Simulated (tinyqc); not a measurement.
Free and trapped electrons in a MOS channel with a dense trap tail: one step of the calculation.

p-type body, charge-sheet picture, full ionisation (an idealisation for deep acceptors), Boltzmann statistics for free electrons. e = Ec - EF at the surface. Acceptor-like traps of density D(E) = D0 + De exp(-E/Ew) at depth E below Ec, from 0 to Eu, hold n_t = integral of D(E)/(1 + exp((e - E)/Vt)). psi = Eg - Vt ln(Nv/Na) - e; N_dep = sqrt(2 eps0 eps_r Na (psi - Vt)/q); n_f = sqrt(N_dep^2 + 2 eps0 eps_r Vt Nc exp(-e/Vt)/q) - N_dep; Vg = Vfb + psi + q (N_dep + n_t + n_f)/Cox, Cox = eps0 eox/tox.

Task. Charges and gate voltage. psi, N_dep, n_f and Vg as defined, with the n_t given; free share n_f/(n_f + n_t); apparent mobility mf n_f/(n_f + n_t); gate voltage spent on traps q n_t/Cox.

Parameters, values chosen for the exercise; band and dielectric values close to those of 4H silicon carbide:
- T = 300 K (temperature)
- Eg = 3.2 eV (band gap)
- eps_r = 9.74 (relative permittivity)
- Nc = 1.73e19 cm^-3 (conduction-band density of states at T)
- Nv = 2.53e19 cm^-3 (valence-band density of states at T)
- eox = 3.9 (relative permittivity of the insulator)
- tox = 34 nm (insulator thickness)
- Na = 5e16 cm^-3 (acceptor density)
- Vfb = -1.98 V (flat-band voltage without trapped charge)
- mf = 180 cm^2/(V s) (mobility of free electrons)
- e = 0.124 eV (Ec - EF at the surface)

Constants: q = 1.602176634e-19 C, kB = 1.380649e-23 J/K, Vt = kB T/q, eps0 = 8.8541878128e-14 F/cm where lengths are in cm. Results are converted to the units shown.

n_t = 6.3797109e11 cm^-2

Give: psi; N_dep; n_f; Vg; free share; apparent mobility; gate voltage spent on traps.

Result.

psi = 2.9150 V
N_dep = 1.2471e12 cm^-2
n_f = 1.5841e10 cm^-2
Vg = 3.9337 V
free share = 2.4229 %
apparent mobility = 4.3613 cm^2/(V s)
gate voltage spent on traps = 1.0064 V

tinyqc, about 0.02 s, one thread, Intel Xeon 2.30GHz (shared host): `OMP_NUM_THREADS=1 python tinyqc.py 2222245 2222246 out.jsonl`
